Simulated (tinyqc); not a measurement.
# From one set of inputs to another, one input at a time

Model: admittance spectroscopy and thermally stimulated current of one trap level in a depletion layer. Computed by tinyqc, a small Python program. Command: `OMP_NUM_THREADS=1 python tinyqc.py 3112860 3112861 out.jsonl admit ladder`. One thread of a shared host (Intel(R) Xeon(R) Processor @ 2.30GHz), about 0.01 s of CPU time with the checks.

A Schottky junction on n-type material holds one donor-like electron trap; shallow donors are fully ionised and abrupt depletion edges are assumed.

The inputs printed are set A. Set A is modelled on n-type GaAs; the values taken over come from a set modelled on n-type 4H-SiC. Inputs not listed in the table keep their values of set A, so the rows need not describe a real material.

Inputs (values chosen for the exercise, modelled on n-type GaAs):
```
quantity                         value    unit
dielectric constant eps           13.1       -
density-of-states mass m        0.0695     m_0
shallow doping N               1.1e+15  1/cm^3
trap density N_t               6.4e+13  1/cm^3
trap depth E_t below the band    0.431      eV
capture cross section sigma    8.9e-17    cm^2
band bending V_b                   1.1       V
test frequency f                300000      Hz
heating rate beta                  1.6     K/s
```

Constants: k_B = 1.380649e-23 J/K; m_0 = 9.1093837015e-31 kg; h = 6.62607015e-34 J s; k_B = 8.617333262e-05 eV/K; eps_0 = 8.8541878128e-12 F/m; e = 1.602176634e-19 C.

Method:
- N_c = 2 (2 pi m k_B T/h^2)^(3/2), v_th = sqrt(3 k_B T/m), emission rate e_n = sigma v_th N_c exp(-E_t/(k_B T)).
- Where the level crosses the Fermi level capture equals emission, so the trap follows the signal with the rate 2 e_n; G/omega peaks at omega = 2 e_n (the correction for large N_t/N is left out).
- Solve 2 e_n(T_p) = 2 pi f.
- With E_c - E_F = k_B T_p ln(N_c/N): lambda = sqrt(2 eps eps_0 (E_t - (E_c - E_F))/(e^2 N)); traps are empty and charged for x < x_t = w - lambda, and V_b = e (N w^2 + N_t x_t^2)/(2 eps eps_0). High frequency: C_hf = eps eps_0/w. Low frequency: C_lf = eps eps_0 (N + N_t)/(N w + N_t x_t).
- Thermally stimulated current without retrapping: filled share n(T) = exp(-(1/beta) int e_n dT), current proportional to e_n n; the peak obeys beta (E_t/(k_B T^2) + 2/T) = e_n(T). The integral starts at 0.5 T_m and uses 4000 trapezoid steps to 1.2 T_m.
- Chen's first-order estimate from the full width W = T_2 - T_1 between the half-height points: E = 2.52 k_B T_m^2/W - 2 k_B T_m.

Each row keeps all changes above it:
```
input moved                            from       to  step (C_lf - C_hf)/C_hf  peak temperature T_m (K)  C_hf (nF/cm^2)
set A                                     -        -                 0.016214                    222.68           9.780
heating rate beta (K/s)                 1.6      0.3                 0.016214                    209.34           9.780
capture cross section sigma (cm^2)  8.9e-17  1.1e-15                 0.022184                    191.89           9.742
trap depth E_t below the band (eV)    0.431    0.176                 0.014538                     86.02           9.792
shallow doping N (1/cm^3)           1.1e+15  4.4e+16                 0.000521                     86.02          60.983
band bending V_b (V)                    1.1      1.7                 0.000419                     86.02          49.058
density-of-states mass m (m_0)       0.0695    0.739                 0.000347                     79.21          49.061
trap density N_t (1/cm^3)           6.4e+13  2.1e+16                 0.094694                     79.21          54.958
```

Step (C_lf - C_hf)/C_hf goes from 0.0162 to 0.0947, a factor 5.84 in all. The largest single move comes from trap density N_t (a factor 273), and shallow doping N works against it (a factor 0.0358). Peak temperature T_m goes from 223 to 79.2, a factor 0.356 in all. The largest single move comes from trap depth E_t below the band (a factor 0.448). C_hf goes from 9.78 to 55.0, a factor 5.62 in all. The largest single move comes from shallow doping N (a factor 6.23), and band bending V_b works against it (a factor 0.804). The single moves hold for this order of the switches; the total does not depend on the order.

Caution (rows trap density N_t): N_t/N is not small, so the peak moves away from omega = 2 e_n.

Extremes, crossings and ranges named in words are read from the listed rows.
